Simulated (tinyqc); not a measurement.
## MOSFET in saturation, small-signal circuit and noise: effect of the overlap and fringe capacitance per side on speed and noise

Bias by the inversion coefficient IC = I/Ispec (charge-based model with velocity saturation; weak inversion below 0.1, strong above 10). Common-source circuit: gm, gds, Cgs, Cgd and Cj at the inner nodes, Rg in series with the gate; quasi-static, no source or drain resistance, no gate-body capacitance, no substrate network, no induced gate noise, so fmax is an upper estimate.

Ispec = 2 n mu Cox (W/L) Vt^2, lc = Ls/L, gms = [sqrt((lc IC + 1)^2 + 4 IC) - 1]/[2 + lc (lc IC + 1)], gm = gms Ispec/(n Vt), gds = sg gm. qs = [sqrt(1 + 4 IC) - 1]/2, Cgs = Cox W L qs (2 qs + 3)/(3 (qs + 1)^2) + Cov W, Cgd = Cov W, Cd = Cj W, Rg = Rsh (Wf/L)/(12 Nf) + Rc/W with Nf = W/Wf fingers (not rounded) contacted at both ends. fT = gm/(2 pi (Cgs + Cgd)), fmax = fT/(2 sqrt(Rg (gds + 2 pi fT Cgd))). Channel noise Sid = 4 kB T gam n gm with gam = (1/2 + (2/3) qs)/(1 + qs) + gw lc IC, qs = [sqrt(1 + 4 IC) - 1]/2, lc = Ls/L (the last term an empirical rise with velocity saturation); at the gate, white noise Sw = Sid/gm^2 + 4 kB T Rg. Number fluctuation with correlated mobility: S(f) = K/f, K = q^2 Vt lt Nt/(W L Cox^2) (1 + ac mu Cox I/gm)^2, Vt in eV with Nt per eV. Corner fc = K/Sw. IC is held fixed.

Inputs (values chosen for the exercise):
- T = 273 K (temperature)
- L = 180 nm (gate length)
- W = 5 um (total gate width)
- Cox = 0.96 uF/cm^2 (gate capacitance)
- mu = 410 cm^2/(V s) (mobility)
- n = 1.3 (slope factor)
- Ls = 10 nm (velocity-saturation length)
- sg = 0.021 (ratio gds/gm)
- Cj = 0.77 fF/um (drain junction capacitance)
- Rsh = 5 ohm (sheet resistance of the gate)
- Wf = 0.5 um (finger width)
- Rc = 100 ohm um (gate contact and vertical resistance)
- IC = 11 (inversion coefficient)
- gw = 0.04 (short-channel excess of the noise factor)
- Nt = 6.6e17 cm^-3 eV^-1 (oxide trap density)
- lt = 0.1 nm (tunnelling length into the oxide)
- ac = 1000 V s/C (Coulomb scattering coefficient)

Constants: q = 1.602176634e-19 C, kB = 1.380649e-23 J/K, Vt = kB T/q. Results are converted to the units shown.

The same in every row: I (uA) = 173.06; Rg (ohm) = 20.116; sqrt(Sw) (nV/Hz^0.5) = 3.0259; fc (MHz) = 57.584.

Results:

| Cov (fF/um) | fT (GHz) | fmax (GHz) |
|---|---|---|
| 0.05 | 42.919 | 484.47 |
| 0.15 | 36.127 | 284.53 |
| 0.35 | 27.442 | 167.93 |
| 0.45 | 24.497 | 140.76 |
| 0.55 | 22.123 | 121.45 |
| 0.65 | 20.168 | 106.95 |

Estimate the missing row, Cov = 0.25 fF/um.

Computed row:

| Cov (fF/um) | fT (GHz) | fmax (GHz) |
|---|---|---|
| 0.25 | 31.191 | 209.65 |

With this row back in the table: As Cov goes from 0.05 to 0.65 fF/um, fT falls from 42.9 to 20.2 GHz, fmax falls from 484 to 107 GHz, the white noise stays at 3.03 nV/Hz^0.5 and the corner stays at 57.6 MHz. In every row fmax exceeds 4 fT, where channel resistance and substrate losses, left out here, would cap it.

Program tinyqc, `OMP_NUM_THREADS=1 python tinyqc.py 2150036 2150037 out.jsonl`; Intel Xeon 2.30GHz, shared host, one thread, about 0.01 s.
